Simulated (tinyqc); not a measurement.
## Junction parameters from two forward currents

Question. D(v) = J1 (exp(v/Vt) - 1) + J2 (exp(v/(2 Vt)) - 1). Find J1, J2 and the voltage 2 Vt ln(J2/J1) near which both parts are equal.

Values chosen for this exercise: temperature T = 358 K.

Constants: q = 1.602176634e-19 C, kB = 1.380649e-23 J/K, Vt = kB T/q. Results are converted to the units shown.

junction voltages (V): 0.3  0.61
currents (uA/um): 3.1736348e-7  0.0017386722

Solution. The current is linear in J1 and J2, so two points give two equations.

J1 = 4.40e-12 uA/um
J2 = 1.90e-9 uA/um
crossover = 0.374 V

Numbers from tinyqc (`OMP_NUM_THREADS=1 python tinyqc.py 2182083 2182084 out.jsonl`; about 0.2 s on one thread of a shared Intel Xeon 2.30GHz).
